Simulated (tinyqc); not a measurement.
From results back to parameters: carrier statistics of a doped semiconductor with parabolic bands. Five cases, with inputs chosen for the exercise.

Problem. With Boltzmann statistics and no minority carriers, p (p + ND)/(NA - ND - p) = K(T) = (N(T)/4) exp(-E/kB T), E the ionisation energy of the majority dopant and N = 2 (m kB T/(4 pi c))^(3/2) with c = hbar^2/2m0, in 1/angstrom^3; times 1e24 for 1/cm^3, m = m_d. E = EA is known; the two densities were computed from hidden NA and ND.

Constants: hbar^2/2m0 = 3.80998211 eV angstrom^2; kB = 8.617333262e-05 eV/K.

Find: K(Ta), K(Tb); NA; ND.

Method. Each temperature gives one linear equation, K NA - (K + p) ND = p^2 + K p; solve the pair.

Case 1.

Values chosen (near those of Si; shifted at random, so the results belong to these values and not to a real crystal):
- EA = 0.0441 eV (acceptor level above Ev)
- m_d = 0.585 m0 (density-of-states mass of the majority band)
- Ta = 44 K
- Tb = 103 K

p(Ta) = 1.466610e+12 1/cm^3
p(Tb) = 1.486893e+14 1/cm^3

Solution.

K(Ta), K(Tb) (1/cm^3): 1.401e+12  3.927e+15

NA = 3.10e+14 1/cm^3
ND = 1.50e+14 1/cm^3

Case 2.

Values chosen (near those of Si; shifted at random, so the results belong to these values and not to a real crystal):
- EA = 0.046 eV (acceptor level above Ev)
- m_d = 0.584 m0 (density-of-states mass of the majority band)
- Ta = 51 K
- Tb = 89 K

p(Ta) = 4.887672e+12 1/cm^3
p(Tb) = 9.706552e+14 1/cm^3

Solution.

K(Ta), K(Tb) (1/cm^3): 5.586e+12  1.124e+15

NA = 3.00e+17 1/cm^3
ND = 1.60e+17 1/cm^3

Case 3.

Values chosen (near those of GaP; shifted at random, so the results belong to these values and not to a real crystal):
- EA = 0.0546 eV (acceptor level above Ev)
- m_d = 0.817 m0 (density-of-states mass of the majority band)
- Ta = 58 K
- Tb = 103 K

p(Ta) = 1.966910e+13 1/cm^3
p(Tb) = 4.875524e+15 1/cm^3

Solution.

K(Ta), K(Tb) (1/cm^3): 7.095e+12  1.985e+15

NA = 2.00e+17 1/cm^3
ND = 5.30e+16 1/cm^3

Case 4.

Values chosen (near those of GaAs; shifted at random, so the results belong to these values and not to a real crystal):
- EA = 0.025 eV (acceptor level above Ev)
- m_d = 0.544 m0 (density-of-states mass of the majority band)
- Ta = 27 K
- Tb = 52 K

p(Ta) = 4.809980e+12 1/cm^3
p(Tb) = 1.774094e+15 1/cm^3

Solution.

K(Ta), K(Tb) (1/cm^3): 1.465e+12  6.859e+14

NA = 3.90e+16 1/cm^3
ND = 9.10e+15 1/cm^3

Case 5.

Values chosen (near those of Si; shifted at random, so the results belong to these values and not to a real crystal):
- EA = 0.0456 eV (acceptor level above Ev)
- m_d = 0.595 m0 (density-of-states mass of the majority band)
- Ta = 47 K
- Tb = 82 K

p(Ta) = 2.063504e+12 1/cm^3
p(Tb) = 5.579506e+14 1/cm^3

Solution.

K(Ta), K(Tb) (1/cm^3): 2.302e+12  6.482e+14

NA = 5.50e+16 1/cm^3
ND = 2.90e+16 1/cm^3

Computed by tinyqc, one run a case: `OMP_NUM_THREADS=1 python tinyqc.py N N+1 out.jsonl` with N = 1681381, 1681469, 1681745, 1681841, 1681915; one thread of a shared Intel(R) Xeon(R) Processor @ 2.30GHz, about 0.02 s a run at most.
